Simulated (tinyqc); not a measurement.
Polytypes by hexagonality, and a cubic inclusion as a quantum well: one step. The polarisation field. Three cases, with inputs chosen for the exercise.

Task: Give |F|, the drop |F| L, the bound charge |P|/e per cm^2 (e = 1.602176634e-19 C), and, as a first estimate, the shift -|F| L/2 of the transition for an electron centred in the layer and a hole in the host on the high side.

Gap: E3 + (E2 - E3) h. Valence top Ev2 h and polarisation P2 h, both counted from 3C; Ec = Ev + gap.

A cubic inclusion of width L = N d in the host (h = 1) is a well of depth V = Ec(host) - Ec(3C). Square well with mass mismatch: k tan(k L/2) = (m_w/m_b) q, k = sqrt(m_w E/c), q = sqrt(m_b (V - E)/c), c = hbar^2/2m0, lowest root. The depth of the level, V - E, is its binding, and the transition to the valence top of the host is gap(host) - (V - E). The step in polarisation gives a field |F| = |P|/(eps eps0) in a thin inclusion, eps0 = 8.8541878e-12 F/m.

Give: |F|; drop; bound charge; estimated shift.

Case 1.

Values chosen (of the order of those of InP; shifted at random, so the results belong to these values and not to a real crystal): E3 = 1.411 eV (gap of the cubic polytype); E2 = 1.481 eV (gap of 2H); Ev2 = 0.048 eV (valence top of 2H above that of 3C); P2 = -0.0024 C/m^2 (spontaneous polarisation of 2H); eps = 12.5 (dielectric constant).

L = 20.37000 angstrom

Result:

|F| = 0.217 MV/cm
drop = 44.2 meV
bound charge = 1.50e+12 cm^-2
estimated shift = -22.1 meV

The drop is 37 % of the well depth. The host edge on the low side sinks by 22 meV against the centre, more than the 22 meV by which the flat well binds, so the level may not survive the field and the estimate must be checked.

Case 2.

Values chosen (of the order of those of InAs; shifted at random, so the results belong to these values and not to a real crystal): E3 = 0.414 eV (gap of the cubic polytype); E2 = 0.456 eV (gap of 2H); Ev2 = 0.045 eV (valence top of 2H above that of 3C); P2 = 0.0018 C/m^2 (spontaneous polarisation of 2H); eps = 15.2 (dielectric constant).

L = 63.01800 angstrom

Result:

|F| = 0.134 MV/cm
drop = 84.3 meV
bound charge = 1.12e+12 cm^-2
estimated shift = -42.1 meV

The drop is 97 % of the well depth. The host edge on the low side sinks by 42 meV against the centre, more than the 30 meV by which the flat well binds, so the level may not survive the field and the estimate must be checked.

Case 3.

Values chosen (of the order of those of InAs; shifted at random, so the results belong to these values and not to a real crystal): E3 = 0.412 eV (gap of the cubic polytype); E2 = 0.461 eV (gap of 2H); Ev2 = 0.037 eV (valence top of 2H above that of 3C); P2 = 0.0023 C/m^2 (spontaneous polarisation of 2H); eps = 15 (dielectric constant).

L = 21.02400 angstrom

Result:

|F| = 0.173 MV/cm
drop = 36.4 meV
bound charge = 1.44e+12 cm^-2
estimated shift = -18.2 meV

The drop is 42 % of the well depth. The host edge on the low side sinks by 18 meV against the centre, more than the 5 meV by which the flat well binds, so the level may not survive the field and the estimate must be checked.

Computed by tinyqc, one run a case: `OMP_NUM_THREADS=1 python tinyqc.py N N+1 out.jsonl` with N = 1850281, 1850395, 1850444; one thread of a shared Intel(R) Xeon(R) Processor @ 2.30GHz, about 0.09 s a run at most.
